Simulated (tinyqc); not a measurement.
# Worked calculation: silicon n-p-n transistor, Gummel numbers and transit times

Computed by the program tinyqc: `OMP_NUM_THREADS=1 python tinyqc.py 2320053 2320054 out.jsonl`, one thread of a shared Intel Xeon 2.30GHz, about 0.01 s for the whole run. Printed values are rounded.

One-dimensional n-p-n transistor in the forward active mode at low injection. In the base p(x) = NB exp(-eta x/wb) and ni(x)^2 = ni^2 exp((g0 + g1 x/wb)/Vt); electrons leave the base at vsat; band spikes at the emitter junction and recombination inside the emitter are ignored.

Parameters, values chosen for the exercise; band and dielectric values close to those of silicon:
```
symbol    value    unit                                             meaning
T           300       K                                         temperature
Eg          1.1      eV                                            band gap
eps_r      11.9                                       relative permittivity
Nc       2.8e19   cm^-3              conduction-band density of states at T
Nv      2.63e19   cm^-3                 valence-band density of states at T
vsat     9.97e6    cm/s                                 saturation velocity
wb          220      nm                                  neutral base width
NB       1.4e18   cm^-3                     base doping at the emitter edge
eta           0                              doping falls as exp(-eta x/wb)
g0            0      eV       gap reduction at the emitter edge of the base
g1            0      eV      further gap reduction across the base (linear)
Dn          5.1  cm^2/s          electron diffusion coefficient in the base
NE       4.8e19   cm^-3                                      emitter doping
gE        0.129      eV  gap reduction in the emitter (negative: wider gap)
we          160      nm                               neutral emitter width
Dp          1.1  cm^2/s           hole diffusion coefficient in the emitter
Se        40000    cm/s       recombination velocity at the emitter contact
tb         3e-7       s                       electron lifetime in the base
NC       5.7e15   cm^-3                                    collector doping
VCB         0.4       V                         collector-base reverse bias
```

Constants: q = 1.602176634e-19 C, kB = 1.380649e-23 J/K, Vt = kB T/q, eps0 = 8.8541878128e-14 F/cm where lengths are in cm. Results are converted to the units shown.

Range of the model: Heavy doping makes emitter or base degenerate; gE and g0 are to be read as apparent gap changes that include this.

## Base Gummel number and transit time

f(x) = p(x) ni^2/ni(x)^2; I(x) = integral from x to wb of f/Dn, plus f(wb)/vsat; base Gummel number GB = I(0); electron density per unit flux n/(J/q) = I/f; base transit time tauB = integral of I/f over the base. Trapezoid rule on 11 equal steps.

x, point 0 to 11 (nm): [0.000, 20.000, 40.000, 60.000, 80.000, 100.000, 120.000, 140.000, 160.000, 180.000, 200.000, 220.000]
f, point 0 to 11 (cm^-3): [1.4e18, 1.4e18, 1.4e18, 1.4e18, 1.4e18, 1.4e18, 1.4e18, 1.4e18, 1.4e18, 1.4e18, 1.4e18, 1.4e18]
I, point 0 to 11 (s/cm^4): [6.17964e12, 5.63062e12, 5.08160e12, 4.53258e12, 3.98356e12, 3.43454e12, 2.88552e12, 2.33650e12, 1.78748e12, 1.23846e12, 6.89441e11, 1.40421e11]
I/f, point 0 to 11 (s/cm): [4.41403e-6, 4.02187e-6, 3.62971e-6, 3.23756e-6, 2.84540e-6, 2.45324e-6, 2.06109e-6, 1.66893e-6, 1.27677e-6, 8.84615e-7, 4.92458e-7, 1.00301e-7]
GB = 6.17964e12 s/cm^4
tauB = 49.6576 ps

With 4000 steps GB = 6.180e12 s/cm^4 and tauB = 49.66 ps. A uniform base would give wb^2/(2 Dn) + wb/vsat = 49.7 ps.

## Gain, Early voltage and collector delay

ni = sqrt(Nc Nv) exp(-Eg/(2 Vt)), Eg in volts; GE = NE exp(-gE/Vt)(we/Dp + 1/Se); JC = J0 exp(VBE/Vt), J0 = q ni^2/GB; gain limited by back injection GE/GB, by base recombination tb/tauB, together 1/beta = the sum of the inverses; collector layer one-sided, Wc = sqrt(2 eps0 eps_r (Vbc + VCB)/(q NC)), Vbc = Vt ln(p(wb) NC/ni^2), Cjc = eps0 eps_r/Wc; Early voltage VA = GB q p(wb)/(f(wb) Cjc [1/Dn - (eta + g1/Vt)/(wb vsat)]), f(wb) = p(wb) exp(-(g0 + g1)/Vt), p(wb) = NB exp(-eta); tauC = Wc/(2 vsat).

ni = 1.56302e10 cm^-3
GE = 1.29191e13 s/cm^4
J0 = 6.33395e-12 A/cm^2
GE/GB = 2.09060
tb/tauB = 6041.37
beta = 2.08987
Wc = 527.186 nm
Cjc = 0.199863 fF/um^2
VA = 252.645 V
tauC = 2.64386 ps

The gain is limited more by back injection into the emitter. beta VA = 528 V.
